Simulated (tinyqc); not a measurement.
Global model of a low-pressure process discharge: electron temperature, density, ion flux and ion energy: one step, computed by the program tinyqc. Command: `OMP_NUM_THREADS=1 python tinyqc.py 3112455 3112456 out.jsonl plasma walk`. One thread of a shared host (Intel(R) Xeon(R) Processor @ 2.30GHz), about 0.01 s of CPU time with the checks.

Maxwellian electrons with temperature T_e in eV, one positive ion, no negative ions, uniform bulk density n; rate constants have the Arrhenius form.

Question. Biased electrode. All bias power goes to ions: V_b = P_b/(J pi r^2). Debye length at the sheath edge lambda_D = sqrt(eps_0 T_e/(e h_L n)); Child-law sheath s = (sqrt2/3) lambda_D (2 V/T_e)^(3/4), V = V_b + V_s; ion transit time tau_i = 3 s sqrt(M/(2 e V)); collisions in the sheath s/lambda_i.

Inputs (values chosen for the exercise, of the order of those of an inductive discharge in a simple atomic gas):
```
quantity                        value  unit
ion mass M                         28     u
gas temperature T_g               500     K
bias power P_b                    130     W
radius of the biased electrode      5    cm
bias frequency                     60   MHz
```

ion current density J = 34.43586 mA/cm^2

T_e = 3.729156 eV

h_L = 0.4040953

plasma density n = 1.483747e+12 1/cm^3

wall potential V_s = 16.78587 V

ion mean free path = 5.885119 cm

Constants: eps_0 = 8.8541878128e-12 F/m; e = 1.602176634e-19 C; u = 1.6605390666e-27 kg.

Give: bias voltage V_b; lambda_D; sheath width s; ion transit time; transit time over bias period; s/lambda_i.

Answer.

bias voltage V_b = 48.07 V

lambda_D = 18.54 micrometre

sheath width s = 0.1252 mm

ion transit time = 17.76 ns

transit time over bias period = 1.066

s/lambda_i = 0.002127

The sheath is nearly free of collisions. Caution: at this ionised share gas depletion and heating, left out here, matter.
